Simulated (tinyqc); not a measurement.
Thickness from two neighbouring fringes.

Question. At normal incidence a transparent film with an index between those of air and substrate, taken as constant, has reflectance minima at 2 n1 d = (m + 1/2) lam (small phase shifts at the substrate neglected). Find d and the order m of the shorter wavelength.

Values chosen for this exercise:
```
symbol,value,unit,meaning
n1,1.302,,index of the transparent film
```

wavelengths of two neighbouring reflectance minima (nm): [421, 477.13333]

Solution. Neighbouring orders differ by one: 2 n1 d (1/lam1 - 1/lam2) = 1.

d = 1.37e3 nm
m = 8

Computed by the program tinyqc: `OMP_NUM_THREADS=1 python tinyqc.py 2870184 2870185 out.jsonl`, one thread of a shared Intel Xeon 2.30GHz, about 0.01 s for the whole run.
